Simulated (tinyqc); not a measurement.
## Screening length from the swing

Question. In a simple model of a Schottky-barrier transistor a barrier thinner than d = 3.2 nm is transparent, so the effective barrier is pn - psi (1 - exp(-d/lam)) and the swing beyond flat band is Vt ln 10/(1 - exp(-d/lam)). Find the thermionic swing, lam, and the effective barrier at psi = 0.2 V.

Values chosen for this exercise:
```
symbol,value,unit,meaning
T,300,K,temperature
pn,0.34,eV,barrier for electrons at both contacts
```

Constants: q = 1.602176634e-19 C, kB = 1.380649e-23 J/K, Vt = kB T/q. Results are converted to the units shown.

swing in the tunnelling range = 124.12980 mV/decade

Answer. The ratio of the two swings is 1 - exp(-d/lam).

Vt ln 10 = 59.5 mV/decade
lam = 4.90 nm
effective barrier = 0.244 eV

tinyqc, about 0.4 s, one thread, Intel Xeon 2.30GHz (shared host): `OMP_NUM_THREADS=1 python tinyqc.py 2390055 2390056 out.jsonl`
